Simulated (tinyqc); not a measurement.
Size effects in the resistivity of thin metal films and interconnect lines: one step, computed by the program tinyqc. Command: `OMP_NUM_THREADS=1 python tinyqc.py 3005453 3005454 out.jsonl size walk`. One thread of a shared host (Intel(R) Xeon(R) Processor @ 2.30GHz), about 0.01 s of CPU time with the checks.

Electrons lose their drift at surfaces (a share 1 - p of the hits) and at grain boundaries (reflection R), besides bulk scattering.

Problem. Surfaces. Fuchs-Sondheimer film: rho_b/rho = 1 - (3/(2 kappa))(1 - p) int_0^1 (s - s^3)(1 - exp(-kappa/s))/(1 - p exp(-kappa/s)) ds, f = rho/rho_b, kappa = thickness/lambda, 80 Gauss-Legendre points.

Inputs (values chosen for the exercise, modelled on platinum): bulk mean free path lambda = 7.2 nm; specularity p = 0; film thickness h = 9 nm.

Geometry: film.

Give: kappa = h/lambda; rho/rho_b from surfaces.

Solution.

kappa = h/lambda = 1.25

rho/rho_b from surfaces = 1.366

The thick-film form 1 + 3 (1 - p)/(8 kappa) gives 1.300, a deviation of -4.9 %.
